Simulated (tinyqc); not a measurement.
Worked calculation: two-band massive Dirac model of the K valleys. Values are carried at full precision from step to step, so a last printed digit may differ when a step is redone from the rounded ones.

Basis (conduction, valence): H = [[D/2, a t (tau kx - i ky)], [a t (tau kx + i ky), -D/2 + lam tau sz]], valley tau = +/-1, spin sz = +/-1. The gap of a spin and valley is G = D - lam tau sz. Berry curvature Omega = curl of i<u|grad u>; for the conduction band Omega_c = -tau 2 a^2 t^2 G/(G^2 + 4 a^2 t^2 k^2)^(3/2), and Omega_v = -Omega_c.

Constants: hbar^2/2m0 = 3.80998211 eV angstrom^2.

Parameters, chosen for this exercise (near those used for monolayer WS2; the results hold for these values, not for the real material):
```
symbol  value           unit        meaning
a       3.193           angstrom    lattice constant
D       1.65            eV          gap parameter
t       1.33            eV          effective hopping
lam     0.237           eV          half the valence spin splitting
tau     1                           valley
sz      -1                          spin
k       (0.094, 0.101)  1/angstrom  wave vector from the valley
h       0.04            1/angstrom  side of the plaquette
```

## Band edges of the four flavours

At k = 0: Ec = D/2, Ev = -D/2 + lam tau sz; mass m/m0 = c G/(a t)^2 for both bands, c = hbar^2/2m0; Omega_c(0) = -2 tau a^2 t^2/G^2.

Edges:
```
tau  sz  Ec (eV)  Ev (eV)  G (eV)  mass (m0)  Omega_c (angstrom^2)
1     1   0.8250  -0.5880  1.4130     0.2985               -18.065
1    -1   0.8250  -1.0620  1.8870     0.3987               -10.129
-1    1   0.8250  -1.0620  1.8870     0.3987                10.129
-1   -1   0.8250  -0.5880  1.4130     0.2985                18.065
```

The top of the valence band has spin up at tau = +1 and spin down at tau = -1: spin and valley are locked, with 474 meV between the two valence bands (A and B transitions at 1.413 and 1.887 eV, without exciton binding).

## H at one k

Fill in the matrix and diagonalise: E = lam tau sz/2 -/+ sqrt(G^2/4 + a^2 t^2 k^2).

H (eV):
```
                c               v
c          0.8250  0.3992-0.4289i
v  0.3992+0.4289i         -1.0620
```

levels (eV): -1.2291  0.9921

cos(theta) = G/(E+ - E-) = 0.8495

## Curvature, orbital moment and circular dichroism

Omega_c from the formula; orbital moment of both bands m = -tau (a t)^2 G/(c (G^2 + 4 a^2 t^2 k^2)) in Bohr magnetons (charge -e), c = hbar^2/2m0; interband strengths |P+/-|^2 proportional to (1 +/- tau cos(theta))^2 for P+/- = Px +/- i Py, and eta = (|P+|^2 - |P-|^2)/(|P+|^2 + |P-|^2) = 2 tau cos(theta)/(1 + cos^2(theta)).

Omega_c = -6.210 angstrom^2
orbital moment = -1.810 muB
eta = 0.9868

All three change sign with the valley. The selection rule, exact at k = 0, still holds to 98.7 % here.

## The curvature from a plaquette

Corners counter-clockwise around k, from (-h/2, -h/2); upper eigenvector u with its first component real and positive; Omega = -(sum of arg <u_j|u_(j+1)>)/h^2.

Corners:
```
j      kx      ky      u_c               u_v  arg <u_j|u_j+1> (rad)
1  0.0740  0.0810  0.97382  0.15334+0.16784i              -0.013344
2  0.1140  0.0810  0.96081  0.22598+0.16057i               0.017207
3  0.1140  0.1210  0.94886  0.21649+0.22978i               0.018208
4  0.0740  0.1210  0.95992  0.14623+0.23911i              -0.012152
```

Omega_c from the plaquette = -6.199 angstrom^2

The formula at the centre gives -6.210; the plaquette averages over its area.

## Checks

- Curvature formula against a plaquette of side 1e-4: both -6.2101.
- Eta against the matrix elements of dH/dkx +/- i dH/dky: both 0.98685.

Run: tinyqc, `OMP_NUM_THREADS=1 python tinyqc.py 1482263 1482264 out.jsonl`; Intel(R) Xeon(R) Processor @ 2.30GHz, one thread, shared host; about 0.01 s of CPU time with all checks.
